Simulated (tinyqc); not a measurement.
Gate voltage for a given inversion charge.

Inverse problem. p-type body, charge-sheet picture, depletion and inversion only, full ionisation (an idealisation for deep acceptors), Boltzmann statistics (rough once Na exp(x - xn) passes about Nc/7). In units of Vt: xg = (Vg - Vfb)/Vt, x = psi/Vt, G = gamma/sqrt(Vt), xn = (2 phiF + Vc)/Vt. The implicit equation is (xg - x)^2 = G^2 [x - 1 + exp(x - xn)] for x above about 3. Cox = eps0 eox/tox. ni = sqrt(Nc Nv) exp(-Eg/(2 Vt)), Eg in volts; phiF = Vt ln(Na/ni); gamma = sqrt(2 q eps0 eps_r Na)/Cox. N_inv = (Cox Vt G/q) [sqrt(x - 1 + exp(x - xn)) - sqrt(x - 1)]. Find x - xn, psi and Vg.

Values chosen for this exercise; band and dielectric values close to those of 4H silicon carbide: temperature T = 300 K; band gap Eg = 3.3 eV; relative permittivity eps_r = 9.68; conduction-band density of states at T Nc = 1.71e19 cm^-3; valence-band density of states at T Nv = 2.46e19 cm^-3; relative permittivity of the gate insulator (close to hafnium oxide) eox = 22.5; insulator thickness tox = 42 nm; acceptor density Na = 2e17 cm^-3; flat-band voltage Vfb = -0.57 V; channel-body voltage Vc = 0.5 V.

Constants: q = 1.602176634e-19 C, kB = 1.380649e-23 J/K, Vt = kB T/q, eps0 = 8.8541878128e-14 F/cm where lengths are in cm. Results are converted to the units shown.

N_inv = 2e10 cm^-2

Solution. N_inv rises steadily with x, so it fixes x; the implicit equation then gives xg directly.

x - xn = 0.6936
psi = 3.579 V
Vg = 3.947 V

tinyqc, about 0.01 s, one thread, Intel Xeon 2.30GHz (shared host): `OMP_NUM_THREADS=1 python tinyqc.py 2122243 2122244 out.jsonl`
